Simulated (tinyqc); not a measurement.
Narrowing from the saturation current.

Question. A uniform n-type emitter has J0 = (q p0 D/L)(s + tanh(W/L))/(1 + s tanh(W/L)), D = mup Vt, s = S L/D, and p0 = (ni^2/N) exp(dE_app/kB T), where dE_app = dEg + kB T ln[(N/Nc) exp(-eta)]. Find p0, dE_app and dEg.

Parameters, values chosen for the exercise; band and dielectric values close to those of germanium: temperature T = 250 K; conduction-band density of states at 250 K Nc = 7.76e18 cm^-3; ionised donor density N = 2.4e18 cm^-3; minority-hole mobility mup = 210 cm^2/(V s); emitter width W = 990 nm; recombination velocity at the contact S = 1.2e5 cm/s.

Constants: q = 1.602176634e-19 C, kB = 1.380649e-23 J/K, Vt = kB T/q. Results are converted to the units shown.

J0 = 4.1992713e7 fA/cm^2
L = 10426.187 nm
ni = 1.5507785e12 cm^-3
converged eta = -1.0646363

Solution. J0 gives p0, its ratio to ni^2/N gives dE_app, and the degeneracy term is taken off.

p0 = 7.88e6 cm^-3
dE_app = 44.4 meV
dEg = 46.8 meV

Program tinyqc, `OMP_NUM_THREADS=1 python tinyqc.py 2330066 2330067 out.jsonl`; Intel Xeon 2.30GHz, shared host, one thread, about 0.01 s.
